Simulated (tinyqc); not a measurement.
Worked calculation: tight binding, kagome lattice. One step of it, computed by the program tinyqc.

Question. Levels at k. Diagonalise the Hermitian matrix.

H(k) at k (eV), order A, B, C:
```
[[0.000000, -0.247385+1.004358i, 0.370339+0.207993i],
 [-0.247385-1.004358i, 0.000000, -1.372442+0.898009i],
 [0.370339-0.207993i, -1.372442-0.898009i, -0.800000]]
```

Give: eigenvalues; weights |c|^2 of the basis functions.

Answer.

eigenvalues (eV): [-2.448, 0.058, 1.589]

weights |c|^2 of the basis functions, order A, B, C:
```
[[0.133, 0.688, 0.179],
 [0.381, 0.034, 0.585],
 [0.486, 0.278, 0.236]]
```
